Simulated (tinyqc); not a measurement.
# Donor binding, ionisation and the Mott limit: ionisation against doping

Hydrogenic donor: Ry = (m0 q^3/(8 eps0^2 h^2)) me/eps_r^2 in eV, E0 = cc Ry, radius a = q/(8 pi eps0 eps_r E0), Mott density Nm = (0.26/a)^3. Below Nm the level sinks as Ed = E0 [1 - (N/Nm)^(1/3)]. Neutrality: Nc F12(eta) = N/(1 + 2 exp(eta + Ed/kB T)), F12(x) = (2/sqrt(pi)) int_0^infinity sqrt(u)/(1 + exp(u - x)) du.

The neutrality equation is solved with F12 in each row.

Inputs (values chosen for the exercise); band and dielectric values close to those of 4H silicon carbide:
```
symbol,value,unit,meaning
T,77,K,temperature
eps_r,9.62,,relative permittivity
me,0.365,m0,"mass in the hydrogenic formula, set independently of Nc"
Nc,2.21e18,cm^-3,conduction-band density of states at 77 K
cc,1.7,,ratio of the true binding energy to the hydrogenic one
```

Constants: q = 1.602176634e-19 C, kB = 1.380649e-23 J/K, eps0 = 8.8541878128e-12 F/m, h = 6.62607015e-34 J s, m0 = 9.1093837015e-31 kg, Vt = kB T/q. Results are converted to the units shown.

Ionisation against doping:

| N (cm^-3) | N/Nm | Ed (meV) | ionised (%) | ionised with Ed = E0 (%) |
|---|---|---|---|---|
| 1.6e16 | 5.0269e-4 | 83.971 | 1.4735 | 0.85575 |
| 4.7e16 | 0.0014767 | 80.836 | 1.0909 | 0.50019 |
| 1.4e17 | 0.0043986 | 76.278 | 0.89202 | 0.29011 |
| 4e17 | 0.012567 | 70.015 | 0.84601 | 0.17173 |
| 1.2e18 | 0.037702 | 60.636 | 0.98894 | 0.099181 |
| 3.4e18 | 0.10682 | 47.940 | 1.5203 | 0.058931 |
| 9.8e18 | 0.30790 | 29.624 | 3.4456 | 0.034711 |
| 2.9e19 | 0.91113 | 2.7866 | 11.471 | 0.020176 |

What does the table show?

The ionised share goes from 1.47 through a minimum of 0.846 (at N = 4e17 cm^-3 among the rows listed) to 11.5 %, against 0.856 to 0.0202 % for a fixed level: a higher density raises EF against the level, which fills more donors, while the sinking Ed works the other way.

Range of the model: A sharp level with degeneracy 2 overstates freeze-out near Nm, where the impurity band broadens and merges with the conduction band.

Program tinyqc, `OMP_NUM_THREADS=1 python tinyqc.py 2330131 2330132 out.jsonl`; Intel Xeon 2.30GHz, shared host, one thread, about 0.01 s.
